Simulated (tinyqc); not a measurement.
CCD on RHF in the sto-6g basis, for H3+, spin multiplicity 1, step by step. Computed by tinyqc, a small Python program that keeps every step (integrals from PySCF). Settings: charge = 1, multiplicity = 1, basis = sto-6g, method = RHF, energy threshold = 1e-10, iteration cap = 54, orthogonalisation = canonical, start = atomic densities, DIIS depth = 6, amplitude equations = CCD, DIIS depth for amplitudes = 6, cap on updates = 60. Command: `OMP_NUM_THREADS=1 python tinyqc.py 21193 21194 out.jsonl` (the two numbers bound the seeds that draw the settings). One thread of a shared host (Intel(R) Xeon(R) Processor @ 2.60GHz), about 0.09 s of CPU time with the checks. The early iterations of the SCF are left out here.

## One-electron integrals

Geometry (angstrom):
```
atom         x         y         z
H     0.000000  0.000000  0.000000
H     0.000000  0.000000  1.011000
H     0.000000  0.963000  0.506000
```

Basis sto-6g: exponents (1/bohr^2) and contraction coefficients of normalised primitives:
```
element  l (shell)   exponent  coefficient
H            s (1)  35.523221     0.009164
H            s (1)   6.513144     0.049361
H            s (1)   1.822143     0.168538
H            s (1)   0.625955     0.370563
H            s (1)   0.243077     0.416492
H            s (1)   0.100112     0.130334
```

Overlap, kinetic and nuclear-attraction integrals over the contracted functions; the nuclear repulsion is the sum of Za Zb / Rab.

nuclear repulsion = 1.49651906 hartree

overlap S, order 1H 1s, 2H 1s, 3H 1s:
```
[[1.000000, 0.490295, 0.446642],
 [0.490295, 1.000000, 0.446899],
 [0.446642, 0.446899, 1.000000]]
```

kinetic energy T (hartree), order 1H 1s, 2H 1s, 3H 1s:
```
[[0.768522, 0.107817, 0.083107],
 [0.107817, 0.768522, 0.083244],
 [0.083107, 0.083244, 0.768522]]
```

nuclear attraction V (hartree), order 1H 1s, 2H 1s, 3H 1s:
```
[[-2.223448, -1.031685, -0.926380],
 [-1.031685, -2.223631, -0.926985],
 [-0.926380, -0.926985, -2.191551]]
```

core Hamiltonian H = T + V (hartree), order 1H 1s, 2H 1s, 3H 1s:
```
[[-1.454926, -0.923868, -0.843273],
 [-0.923868, -1.455109, -0.843741],
 [-0.843273, -0.843741, -1.423028]]
```

## Two-electron integrals

Functions are numbered as in S; the eight-fold symmetry (ij|kl) = (ji|kl) = (kl|ij) leaves the list below.

Two-electron integrals (ij|kl) in chemists' order, unique and non-zero (hartree):
```
(11|11) 0.774999   (21|11) 0.304424   (21|21) 0.153434   (22|11) 0.474463
(22|21) 0.304424   (22|22) 0.774999   (31|11) 0.270875   (31|21) 0.123124
(31|22) 0.217828   (31|31) 0.124915   (32|11) 0.217906   (32|21) 0.123190
(32|22) 0.271070   (32|31) 0.112896   (32|32) 0.125073   (33|11) 0.450380
(33|21) 0.231056   (33|22) 0.450521   (33|31) 0.270875   (33|32) 0.271070
(33|33) 0.774999
```

## Orthogonalisation

S = U s U^T; canonical form X = U s^(-1/2), so that X^T S X = 1. Each column of U has its largest component positive (the first on a tie).

eigenvalues of S: [0.509705, 0.567427, 1.922868]

X, order 1H 1s, 2H 1s, 3H 1s:
```
[[-0.989038, -0.532732, 0.420728],
 [0.991824, -0.527859, 0.420802],
 [-0.003057, 1.095400, 0.407394]]
```

## Starting guess

The start is atomic minimal-basis densities projected into this basis (PySCF's MINAO start) and scaled to the electron count of each spin; this density is not idempotent, so its energy is not variational and may lie below the converged one.

D at the start, order 1H 1s, 2H 1s, 3H 1s:
```
[[0.620948, 0.048817, 0.047337],
 [0.048817, 0.620918, 0.047347],
 [0.047337, 0.047347, 0.625662]]
```

## Iteration 8 (converged): orbitals

converged F (hartree), order 1H 1s, 2H 1s, 3H 1s:
```
[[-0.740281, -0.709366, -0.662247],
 [-0.709366, -0.740462, -0.662518],
 [-0.662247, -0.662518, -0.709923]]
```

Diagonalise F' = X^T F X, C = X C', fill 1 alpha and 1 beta electrons from the bottom; D = 2 C_occ C_occ^T. Each column has its largest component positive (the first on a tie).

F' = X^T F X (hartree):
```
[[-0.060829, 0.000001, -0.000050],
 [0.000001, -0.128135, 0.005758],
 [-0.000050, 0.005758, -1.085334]]
```

orbital energies (hartree): [-1.085368, -0.128100, -0.060829]

coefficients C, order 1H 1s, 2H 1s, 3H 1s:
```
[[0.423877, -0.530184, -0.989062],
 [0.424018, -0.525325, 0.991800],
 [0.400798, 1.097831, -0.003069]]
```

D after iteration 8, order 1H 1s, 2H 1s, 3H 1s:
```
[[0.359343, 0.359463, 0.339778],
 [0.359463, 0.359582, 0.339891],
 [0.339778, 0.339891, 0.321278]]
```

## Convergence

Stop when the energy changes by less than 1e-10 hartree and every element of the error matrix X^T (F D S - S D F) X is below 3e-06.

Course of the cycle:
```
iteration  E (hartree)     change  largest element of the error matrix
1          -0.69041016          -                             1.05e-02
2          -1.24585157  -5.55e-01                             5.31e-03
3          -1.24586597  -1.44e-05                             2.01e-03
4          -1.24586839  -2.42e-06                             2.65e-05
5          -1.24586839  -3.41e-10                             1.15e-05
6          -1.24586839  -4.47e-11                             7.57e-06
7          -1.24586839  -1.45e-11                             5.74e-06
8          -1.24586839  -1.96e-11                             9.27e-08
```

PySCF RHF in the same basis = -1.24586839 hartree

Converged in 8 iterations.

## Populations, bond orders and dipole

Mulliken: Z minus the diagonal of D S on the atom; Loewdin: the same with S^(1/2) D S^(1/2); Mayer order: 2 sum_s sum (D(s) S)_ij (D(s) S)_ji over the two atoms.

Charges (e):
```
atom  Mulliken   Loewdin
1H    0.312655  0.313718
2H    0.312278  0.313369
3H    0.375067  0.372913
```

Mayer bond orders:
```
pair     order
2-1   0.472702
3-1   0.429545
3-2   0.429780
```

dipole moment about the origin, x y z (debye): [0.000000, 1.734866, 2.428007]

## Integrals over molecular orbitals

(pq|rs) = sum C_ip C_jq C_kr C_ls (ij|kl), one index at a time.

one-electron integrals over orbitals h = C^T H C (hartree):
```
[[-1.657019, 0.010028, -0.000078],
 [0.010028, -1.085385, -0.000006],
 [-0.000078, -0.000006, -1.042072]]
```

Two-electron integrals over orbitals (pq|rs), unique and non-zero (hartree):
```
(11|11) 0.571651    (21|11) -0.010028   (21|21) 0.144122    (22|11) 0.550703
(22|21) 0.099456    (22|22) 0.647282    (31|11) 0.000078    (31|21) 2.44e-06
(31|22) -0.000719   (31|31) 0.145194    (32|11) 4.06e-06    (32|21) -0.000788
(32|22) -0.000089   (32|31) -0.095024   (32|32) 0.072101    (33|11) 0.563218
(33|21) -0.103555   (33|22) 0.482493    (33|31) 0.000756    (33|32) 0.000087
(33|33) 0.651726
```

## CCD: starting amplitudes

t_ij^ab = <ij||ab> / (e_i + e_j - e_a - e_b), whose energy is MP2.

Starting amplitudes (spin orbitals 1a, 1b, ...; amplitudes related by a flip of all spins are not repeated):
```
from      to          t
1a 1b  2a 2b  -0.075278
1a 1b  3a 3b  -0.070858
1a 1b  2a 3b  -1.23e-06
```

correlation energy = -0.02113727 hartree

## CCD: amplitude update 1

t_ij^ab D_ij^ab are set to the remaining terms of the spin-orbital equations, evaluated with the old amplitudes; for the doubles these are <ij||ab> + 1/2 <ab||ef> t_ij^ef + 1/2 <mn||ij> t_mn^ab + P(ij)P(ab) <mb||ej> t_im^ae + terms in t^2, D the orbital-energy denominators.

Amplitudes after update 1 (spin orbitals 1a, 1b, ...; amplitudes related by a flip of all spins are not repeated):
```
from      to          t
1a 1b  2a 2b  -0.099130
1a 1b  3a 3b  -0.093037
1a 1b  2a 3b  -2.41e-06
```

correlation energy = -0.02779512 hartree

## CCD: convergence

E_corr = 1/4 sum <ij||ab> t_ij^ab; stop when the norm of the change is below 1e-8.

Course of the amplitude iterations:
```
update  correlation energy (hartree)  norm of the change
0                        -0.02113727                   -
1                        -0.02779512            6.51e-02
2                        -0.02979873            1.96e-02
3                        -0.03064358            5.82e-03
4                        -0.03064072            2.74e-05
5                        -0.03064224            7.25e-06
6                        -0.03064192            3.27e-06
7                        -0.03064186            1.09e-06
8                        -0.03064176            6.47e-07
9                        -0.03064176            1.35e-09
```

Converged amplitudes (spin orbitals 1a, 1b, ...; amplitudes related by a flip of all spins are not repeated):
```
from      to          t
1a 1b  2a 2b  -0.109430
1a 1b  3a 3b  -0.102419
1a 1b  2a 3b  -3.72e-06
```

CCD total energy = -1.27651015 hartree

Converged in 9 updates, with DIIS from the third.
